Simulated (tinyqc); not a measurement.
# Threshold of a short bulk MOSFET: charge sharing, barrier lowering, narrow width: what changes with what

n-channel device on a p-type body, depletion approximation, full ionisation. Uniform doping N = Na. Vbi from Boltzmann statistics is rough for the degenerate source. Cox = eps0 eox/tox.

Inputs (values chosen for the exercise); band and dielectric values close to those of silicon:
- T = 300 K (temperature)
- Eg = 1.14 eV (band gap)
- eps_r = 11.8 (relative permittivity)
- Nc = 2.79e19 cm^-3 (conduction-band density of states at T)
- Nv = 2.65e19 cm^-3 (valence-band density of states at T)
- eox = 7.6 (relative permittivity of the gate insulator (close to silicon nitride))
- tox = 7.4 nm (insulator thickness)
- Na = 9.3e17 cm^-3 (channel doping)
- Nsd = 1e20 cm^-3 (source and drain doping)
- Vfb = -0.91 V (flat-band voltage for the doping Na)
- xj = 100 nm (junction depth)
- Vbs = -0.5 V (body-source voltage)
- Vds = 1.2 V (drain-source voltage)
- W = 370 nm (gate width)
- xw = 0 (shape factor of the fringing depletion at the width edges)
- L = 100 nm (channel length)

Constants: q = 1.602176634e-19 C, kB = 1.380649e-23 J/K, Vt = kB T/q, eps0 = 8.8541878128e-14 F/cm where lengths are in cm. Results are converted to the units shown.

Each table varies one quantity; the others keep the values above.

## Threshold roll-off against channel length

ni = sqrt(Nc Nv) exp(-Eg/(2 Vt)), Eg in volts; 2 pB = 2 Vt ln(N/ni); flat band Vfb - Vt ln(N/Na); Wd = sqrt(2 eps0 eps_r (2 pB - Vbs)/(q N)); body term q N Wd/Cox; long-channel VT0 = flat band + 2 pB + body term; Vbi = Vt ln(N Nsd/ni^2); scale length l = sqrt((eps_r/eox) tox Wd). Charge sharing (trapezoid; it ignores Vds): F = (xj/L)(sqrt(1 + 2 Wd/xj) - 1), lowering = body term times F. Barrier lowering: th = exp(-L/(2 l)) + 2 exp(-L/l), lowering = th [2 (Vbi - 2 pB) + Vds], DIBL = th. Narrow width: rise = body term times xw Wd/W. VT by each model = VT0 - lowering + rise. DIBL under 0.001 mV/V is printed as 0.

The same in every row: N (cm^-3) = 9.3000e17; VT0 (V) = 0.79830.

Threshold roll-off against channel length:
```
L (nm)	L/l	F	DIBL (mV/V)	VT, charge sharing (V)	VT, barrier lowering (V)
72	3.1548	0.52892	291.81	0.40540	0.37756
100	4.3817	0.38083	136.83	0.51541	0.60100
150	6.5725	0.25388	40.191	0.60971	0.74035
220	9.6396	0.17310	8.1984	0.66971	0.78648
320	14.021	0.11901	0.90385	0.70990	0.79700
450	19.717	0.084628	0.052294	0.73544	0.79822
660	28.919	0.057701	0	0.75544	0.79830
950	41.626	0.040087	0	0.76852	0.79830
1400	61.343	0.027202	0	0.77809	0.79830
```

VT by barrier lowering rises from 0.378 to 0.798 V and VT by charge sharing rises from 0.405 to 0.778 V. DIBL is under 100 mV/V from L = 150 nm on among the rows (th = 0.1 at L/l = 4.92). For L = 72 F exceeds 0.5: the shares of source and drain overlap, and the trapezoid formula no longer holds. For L = 72 DIBL exceeds 250 mV/V, where the barrier formula is rough.

## Effect of the insulator thickness

Same model as above.

The same in every row: N (cm^-3) = 9.300e17; F = 0.3808.

Result of one run:
```
tox (nm)	VT0 (V)	L/l	DIBL (mV/V)	VT, charge sharing (V)	VT, barrier lowering (V)
8.4	0.8987	4.113	160.7	0.5776	0.6670
```

What becomes of these results when the insulator thickness tox is changed from 8.4 to 5 nm, all else the same?

Result of the changed run:
```
tox (nm)	VT0 (V)	L/l	DIBL (mV/V)	VT, charge sharing (V)	VT, barrier lowering (V)
5	0.5574	5.331	79.26	0.3662	0.4431
```

The whole series:
```
tox (nm)	VT0 (V)	L/l	DIBL (mV/V)	VT, charge sharing (V)	VT, barrier lowering (V)
3	0.3566	6.882	34.09	0.2419	0.3075
3.8	0.4369	6.115	51.44	0.2917	0.3628
5	0.5574	5.331	79.26	0.3662	0.4431
6.5	0.7080	4.675	115.2	0.4595	0.5418
8.4	0.8987	4.113	160.7	0.5776	0.6670
11	1.160	3.594	220.8	0.7392	0.8413
14	1.461	3.186	286.1	0.9256	1.048
18	1.862	2.809	365.9	1.174	1.335
```

As tox goes from 3 to 18, VT0 rises from 0.357 to 1.86 V, DIBL rises from 34.1 to 366 mV/V, F stays at 0.381 and VT by barrier lowering rises from 0.307 to 1.33 V. For tox = 14, 18 DIBL exceeds 250 mV/V, where the barrier formula is rough.

Numbers from tinyqc (`OMP_NUM_THREADS=1 python tinyqc.py 2002003 2002004 out.jsonl`; about 0.01 s on one thread of a shared Intel Xeon 2.30GHz).
